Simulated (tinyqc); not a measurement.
Inside a calculation. Model: molecular dynamics of a small cluster by velocity Verlet steps. Computed by tinyqc, a small Python program that keeps every step. Command: `OMP_NUM_THREADS=1 python tinyqc.py 3008704 3008705 out.jsonl verlet walk`. One thread of a shared host (Intel(R) Xeon(R) Processor @ 2.30GHz), about 0.1 s of CPU time with the checks. Intermediate numbers are printed to about 7 digits and carried at full precision; extremes and crossings named in words are read from the listed rows.

E = sum_i {sum_j A exp(-p (r_ij/r0 - 1)) - xi sqrt(rho_i)}, rho_i = sum_j exp(-2 q (r_ij/r0 - 1)); the force on i is -sum_j w_ij (R_i - R_j)/r_ij with w_ij = -(2p/r0) A exp(-p (r_ij/r0 - 1)) + (xi q/r0) exp(-2 q (r_ij/r0 - 1)) (rho_i^(-1/2) + rho_j^(-1/2)).

Inputs (values chosen for the exercise, for model atoms):
```
quantity,value,unit
length r0,2.64,angstrom
repulsion A,0.19,eV
hopping xi,2.62,eV
decay p,9.69,-
decay q,2.43,-
atomic mass M,111,u
time step dt,3.6,fs
steps,200,-
```

Potential: Gupta. Thermostat: none.

starting positions (angstrom):
```
,x,y,z
atom 1,0.01,-0.01,0.01
atom 2,2.45,-0.03,-0.04
atom 3,1.27,2.16,-0.01
```

starting velocities (angstrom/fs):
```
,x,y,z
atom 1,-0.00029,0.00033,-0.00029
atom 2,-0.0003,0.00017,0.00077
atom 3,0.0006,-0.0005,-0.00048
```

Constants: 1 eV/(angstrom u) = 9.648533212e-03 angstrom/fs^2; k_B = 8.617333262e-05 eV/K.

## State at the start

Velocity Verlet: a = c F/M with c = 9.648533212e-3 angstrom/fs^2 per eV/(angstrom u); R(new) = R + v dt + a dt^2/2; v(new) = v + (a + a(new)) dt/2. Kinetic energy K = M v^2/(2c); temperature T = 2K/((3N - 3) k_B), rotation of the cluster included.

forces (eV/angstrom):
```
,x,y,z
atom 1,2.064742,1.297202,-0.038803
atom 2,-1.998457,1.297123,0.044371
atom 3,-0.066285,-2.594325,-0.005568
```

potential energy = -10.82797 eV

kinetic energy = 0.01052244 eV

temperature = 40.70263 K

## Step 1

The formulas are those given above.

positions after step 1 (angstrom):
```
,x,y,z
atom 1,0.010119,-0.008081,0.008934
atom 2,2.447794,-0.028657,-0.037203
atom 3,1.272123,2.156739,-0.011731
```

new forces (eV/angstrom):
```
,x,y,z
atom 1,2.037080,1.279981,-0.036635
atom 2,-1.963790,1.273392,0.039028
atom 3,-0.073289,-2.553373,-0.002393
```

velocities after step 1 (angstrom/fs):
```
,x,y,z
atom 1,0.000351782,0.000733233,-0.000301803
atom 2,-0.000919944,0.000572190,0.000783049
atom 3,0.000578162,-0.001305423,-0.000481246
```

total energy = -10.81752 eV

## Step 2

The formulas are those given above.

positions after step 2 (angstrom):
```
,x,y,z
atom 1,0.012533,-0.004721,0.007827
atom 2,2.443376,-0.025880,-0.034362
atom 3,1.274163,2.150601,-0.013465
```

new forces (eV/angstrom):
```
,x,y,z
atom 1,1.964361,1.241637,-0.033742
atom 2,-1.883079,1.224021,0.033019
atom 3,-0.081282,-2.465658,0.000722
```

velocities after step 2 (angstrom/fs):
```
,x,y,z
atom 1,0.000977858,0.001127772,-0.000312815
atom 2,-0.001521835,0.000962942,0.000794322
atom 3,0.000553977,-0.002090714,-0.000481507
```

total energy = -10.81771 eV

## Fastest vibration

Relax the cluster, diagonalise the Hessian (central differences): omega_max = sqrt(c lambda_max/M). Verlet steps are stable for omega_max dt < 2.

omega_max = 0.05743703 1/fs

shortest period = 109.3926 fs

omega_max dt = 0.2067733

The step is 1/30.4 of the shortest period.

## The trajectory

Spread = largest minus smallest value. The test of the step is the spread (largest minus smallest) of the total energy over the run without thermostat, against the spread of K; the step passes below 5 %. The mean T is over the second half.

Course of the run (evenly spaced rows):
```
step,t (fs),U (eV),K (eV),U + K (eV),T (K)
0,0.0,-10.82797,0.0105224,-10.81744,40.703
14,50.4,-10.87294,0.0560470,-10.81689,216.800
28,100.8,-10.90392,0.0860952,-10.81783,333.031
42,151.2,-11.13449,0.3137332,-10.82075,1213.574
56,201.6,-11.10892,0.2896245,-10.81929,1120.317
70,252.0,-11.20111,0.3805263,-10.82058,1471.941
84,302.4,-11.22117,0.4001693,-10.82100,1547.924
98,352.8,-11.01254,0.1939186,-10.81862,750.111
112,403.2,-11.04959,0.2302084,-10.81938,890.486
126,453.6,-10.84180,0.0241843,-10.81762,93.549
140,504.0,-10.92094,0.1037811,-10.81716,401.443
154,554.4,-10.87412,0.0563310,-10.81779,217.898
168,604.8,-11.10378,0.2839015,-10.81988,1098.180
182,655.2,-11.07775,0.2586462,-10.81910,1000.488
196,705.6,-11.15171,0.3319076,-10.81981,1283.876
```

spread of the total energy = 0.005079061 eV

spread of the total over spread of K = 0.01275046

mean temperature = 817.7430 K

The total energy keeps within 1.3 % of the swings of K, so the step passes.

## Energy conservation against the time step

Runs without thermostat over the same span of time, steps x dt; spread = largest minus smallest value. For contrast, the energy gained over the first 30 dt (dt of the inputs) by explicit Euler steps: R(new) = R + v dt, v(new) = v + a dt.

Energy error (eV):
```
dt (fs),omega_max dt,"Verlet, spread of U + K","Euler, gain in U + K"
0.45,0.0258467,7.942591e-05,0.06869
0.90,0.0516933,3.177718e-04,0.14891
1.80,0.1033867,1.264903e-03,0.35112
3.60,0.2067733,5.079061e-03,0.98643
7.20,0.4135466,2.014409e-02,4.01231
10.80,0.6203199,4.757022e-02,13.13000
```

The Verlet error grows as dt^2.00 between the first rows, the second order of the method. Euler steps gain energy steadily: over that short span the gain in the first row is already 860 times the Verlet spread of the whole run, and it grows as dt^1.12, tending to the first order of that method as dt shrinks. Caution: where the Euler gain approaches or exceeds the binding energy the cluster has blown apart.

Checks made by the program: time reversal over 50 steps (relative difference below 1e-10).
